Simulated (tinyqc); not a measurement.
Two-step dopant diffusion (predeposition and drive-in) with a constant diffusivity: one step, computed by the program tinyqc. Command: `OMP_NUM_THREADS=1 python tinyqc.py 3030188 3030189 out.jsonl dopdiff walk`. One thread of a shared host (Intel(R) Xeon(R) Processor @ 2.30GHz), about 0.05 s of CPU time with the checks.

Fick diffusion into a half space x > 0 whose background doping C_B is of the opposite type, so that a junction lies where C = C_B.

Question. Thermal budget with ramps. D = D0 exp(-E/(k_B T)). Temperatures in kelvin are T(C) + 273.15. One ramp between the stand-by temperature and T2 adds int D dT / rate (40-point Gauss-Legendre); the usual estimate counts it as an extra time k_B T2^2/(E rate) at T2. (Dt)2 = D2 t2 + two ramps, times in seconds.

Inputs (values chosen for the exercise, modelled on antimony in silicon):

| quantity | value | unit |
|---|---|---|
| prefactor D0 | 4.44 | cm^2/s |
| activation energy E | 3.86 | eV |
| predeposition temperature T1 | 1050 | C |
| drive-in temperature T2 | 1000 | C |
| drive-in time t2 | 90 | min |
| ramp rate | 8 | C/min |
| stand-by temperature | 750 | C |

Furnace ramps of the drive-in: linear ramps.

D2 = 2.330938e-15 cm^2/s

Constants: k_B = 8.617333262e-05 eV/K.

Give: budget of one ramp; estimated extra time of one ramp; drive-in budget (Dt)2.

Answer.

budget of one ramp = 5.993e-13 cm^2

estimated extra time of one ramp = 4.523 min

drive-in budget (Dt)2 = 1.379e-11 cm^2

The integral equals 4.29 min at T2, against the estimate 4.52 min; both ramps make 8.7 % of the budget.
